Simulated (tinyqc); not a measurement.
What each parameter does: valley splitting in a one-orbital chain of atomic planes (second-neighbour model).

Each (001) plane carries one orbital with energy e0, hopping v to the next plane and u to the second: E(phi) = e0 + 2 v cos(phi) + 2 u cos(2 phi), where phi = pi - k a/4 (the sign of every second orbital is chosen so that v > 0, which shifts the phase by pi). The minimum lies at cos(phi0) = -v/(4u), phi0 = pi - (pi/2) k0 for a valley at k0 (2 pi/a), and e0 puts it at zero. A slab of N planes has hard walls: the matrix simply ends.

A well of Nw planes between barriers of 40 planes each (as of a SiGe alloy, taken as an offset alone). With x = j - 39.5 for plane j = 0, 1, ..., the potential is V0 (f(x) + f(Nw - x)) + F (j - 40) a/4, f(y) = 1/(1 + exp(y/L)), a step for L = 0; L is in planes, 4 L is about the distance over which f goes from 0.88 to 0.12, and 1 MV/m = 1e-4 V/angstrom.

Constants: hbar^2/2m0 = 3.80998211 eV angstrom^2.

Inputs chosen for the exercise (near those of the Delta valleys of silicon; abrupt walls in this chain split the valleys several times more than measured wells; the results hold for these values, not for the real material): a = 5.427 angstrom (lattice constant; planes lie a/4 apart); k0 = 0.866 2 pi/a (position of the valley); ml = 0.904 m0 (longitudinal mass); V0 = 0.3 eV (barrier height); F = 8 MV/m (field); Nw = 43 (planes in the well).

Step interfaces (L = 0). u, v, e0 follow from 8 u sin^2(phi0) = (2c/ml)/(a/4)^2, v = -4u cos(phi0), e0 = 2u + v^2/(4u), c = hbar^2/2m0.

Results for these values:

| case | mean level (meV) | splitting (micro-eV) |
|---|---|---|
| base | 29.12 | 1255.4 |

What happens to each result for F = 16 MV/m, all else kept?

Answer: mean level rises from 29.12 to 44.01; splitting rises from 1255.4 to 2244.2.

The same for each parameter in turn:

| case | mean level (meV) | splitting (micro-eV) |
|---|---|---|
| base | 29.12 | 1255.4 |
| k0 = 0.876 2 pi/a | 29.12 | 1166.7 |
| ml = 0.994 m0 | 28.15 | 1225.8 |
| V0 = 0.45 eV | 29.73 | 1283.1 |
| F = 16 MV/m | 44.01 | 2244.2 |
| Nw = 44 | 29.05 | 1110.4 |

Computed by tinyqc, a small Python program: `OMP_NUM_THREADS=1 python tinyqc.py 1451956 1451957 out.jsonl` (the numbers bound the seed that draws the inputs); one thread of a shared host (Intel(R) Xeon(R) Processor @ 2.30GHz), about 0.01 s for the whole set of steps.
